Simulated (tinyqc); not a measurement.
# Worked calculation: free and trapped electrons in a MOS channel with a dense trap tail

Program tinyqc, `OMP_NUM_THREADS=1 python tinyqc.py 2222085 2222086 out.jsonl`; Intel Xeon 2.30GHz, shared host, one thread, about 0.02 s. Printed values are rounded.

p-type body, charge-sheet picture, full ionisation (an idealisation for deep acceptors), Boltzmann statistics for free electrons. e = Ec - EF at the surface. Acceptor-like traps of density D(E) = D0 + De exp(-E/Ew) at depth E below Ec, from 0 to Eu, hold n_t = integral of D(E)/(1 + exp((e - E)/Vt)). psi = Eg - Vt ln(Nv/Na) - e; N_dep = sqrt(2 eps0 eps_r Na (psi - Vt)/q); n_f = sqrt(N_dep^2 + 2 eps0 eps_r Vt Nc exp(-e/Vt)/q) - N_dep; Vg = Vfb + psi + q (N_dep + n_t + n_f)/Cox, Cox = eps0 eox/tox.

Parameters, values chosen for the exercise; band and dielectric values close to those of 4H silicon carbide:
```
symbol    value         unit                                             meaning
T           250            K                                         temperature
Eg         3.22           eV                                            band gap
eps_r      9.69                                            relative permittivity
Nc      1.28e19        cm^-3              conduction-band density of states at T
Nv      1.91e19        cm^-3                 valence-band density of states at T
eox         3.9                           relative permittivity of the insulator
tox          52           nm                                 insulator thickness
Na       7.2e15        cm^-3                                    acceptor density
Vfb       -2.67            V            flat-band voltage without trapped charge
D0       1.7e10  cm^-2 eV^-1  constant background density of acceptor-like traps
De       4.2e12  cm^-2 eV^-1          density of the tail at the conduction edge
Ew         0.07           eV                            decay energy of the tail
Eu         0.59           eV        depth below Ec down to which the traps reach
mf          190   cm^2/(V s)                          mobility of free electrons
e         0.076           eV                              Ec - EF at the surface
```

Constants: q = 1.602176634e-19 C, kB = 1.380649e-23 J/K, Vt = kB T/q, eps0 = 8.8541878128e-14 F/cm where lengths are in cm. Results are converted to the units shown.

## Trapped charge

Trapezoid rule on 16 equal steps from 0 to Eu, f = 1/(1 + exp((e - E)/Vt)).

| point | E (eV) | D(E) f (cm^-2 eV^-1) |
|---|---|---|
| 0 | 0 | 1.20320e11 |
| 1 | 0.0368750 | 3.49348e11 |
| 2 | 0.07375 | 7.02102e11 |
| 3 | 0.110625 | 7.34551e11 |
| 4 | 0.1475 | 5.09226e11 |
| 5 | 0.184375 | 3.16474e11 |
| 6 | 0.221250 | 1.94831e11 |
| 7 | 0.258125 | 1.22119e11 |
| 8 | 0.295 | 7.90850e10 |
| 9 | 0.331875 | 5.36626e10 |
| 10 | 0.368750 | 3.86495e10 |
| 11 | 0.405625 | 2.97840e10 |
| 12 | 0.4425 | 2.45490e10 |
| 13 | 0.479375 | 2.14577e10 |
| 14 | 0.516250 | 1.96323e10 |
| 15 | 0.553125 | 1.85543e10 |
| 16 | 0.59 | 1.79178e10 |

n_t = 1.21066e11 cm^-2

With 1600 steps n_t = 1.215e11 cm^-2; the coarse value is 0.34 % below it.

## Charges and gate voltage

psi, N_dep, n_f and Vg as defined, with the n_t given; free share n_f/(n_f + n_t); apparent mobility mf n_f/(n_f + n_t); gate voltage spent on traps q n_t/Cox.

psi = 2.97417 V
N_dep = 4.77162e11 cm^-2
n_f = 8.35733e10 cm^-2
Vg = 1.94914 V
free share = 40.8393 %
apparent mobility = 77.5947 cm^2/(V s)
gate voltage spent on traps = 0.292094 V
